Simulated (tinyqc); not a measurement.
From results back to parameters: Boltzmann transport in a parabolic band with a power-law relaxation time. Three cases, with inputs chosen for the exercise.

Problem. The Seebeck coefficient and the Hall density nH = n/rH are given; md is hidden (a Pisarenko analysis).

F_j(eta) = (1/Gamma(j + 1)) integral_0^infinity x^j dx/(1 + exp(x - eta)), which tends to exp(eta) for eta << 0.

n = N F_1/2(eta) with N = 2 (m kB T/(4 pi c))^(3/2) with c = hbar^2/2m0, in 1/angstrom^3; times 1e24 for 1/cm^3, m = md.

tau = tau0 x^r with x = E/kT. With K_j = Gamma(j + 1) F_j(eta): <tau> = tau0 (r + 3/2) K_(r+1/2)/((3/2) K_(1/2)); mu = <tau>/(mc m0/e), m0/e = 5.685630e-12 kg/C; Hall factor rH = (3/2) K_(1/2) (2r + 3/2) K_(2r+1/2)/((r + 3/2) K_(r+1/2))^2; Seebeck S = -(kB/e) [(r + 5/2) K_(r+3/2)/((r + 3/2) K_(r+1/2)) - eta]; Lorenz number L = (kB/e)^2 [(r + 7/2) K_(r+5/2)/((r + 3/2) K_(r+1/2)) - ((r + 5/2) K_(r+3/2)/((r + 3/2) K_(r+1/2)))^2]; kB/e in V/K. Valley anisotropy is left out of rH.

Constants: hbar^2/2m0 = 3.80998211 eV angstrom^2; kB = 8.617333262e-05 eV/K.

Case 1.

Values chosen (out of a larger set: masses near those of SiC; tau0 is set for a mobility of the usual size at this n, kL is a free input; freeze-out and phonon drag, which matter near 77 K, are left out; not measured data): r = 1.5 (exponent of tau); T = 300 K.

S = -777.812 microvolt/K
nH = 6.2146e+16 1/cm^3

Case 2.

Values chosen (out of a larger set: masses near those of InAs; tau0 is set for a mobility of the usual size at this n, kL is a free input; freeze-out and phonon drag, which matter near 77 K, are left out; not measured data): r = 1.5 (exponent of tau); T = 300 K.

S = -214.241 microvolt/K
nH = 2.7375e+17 1/cm^3

Case 3.

Values chosen (out of a larger set: masses near those of GaAs; tau0 is set for a mobility of the usual size at this n, kL is a free input; freeze-out and phonon drag, which matter near 77 K, are left out; not measured data): r = 1.5 (exponent of tau); T = 400 K.

S = -526.802 microvolt/K
nH = 4.2112e+16 1/cm^3

Find: eta; rH; n; md.

Solution. S depends on eta alone and |S| falls steadily with it; eta gives rH and so n, and N = n/F_1/2(eta) gives md from N proportional to md^(3/2).

Case 1.

eta = -5.02
rH = 1.931
n = 1.2e+17 1/cm^3
md = 0.810 m0

Case 2.

eta = 2.63
rH = 1.388
n = 3.8e+17 1/cm^3
md = 0.025 m0

Case 3.

eta = -2.08
rH = 1.900
n = 8.0e+16 1/cm^3
md = 0.067 m0

Computed by tinyqc, one run a case: `OMP_NUM_THREADS=1 python tinyqc.py N N+1 out.jsonl` with N = 1650241, 1650248, 1650271; one thread of a shared Intel(R) Xeon(R) Processor @ 2.30GHz, about 0.01 s a run at most.
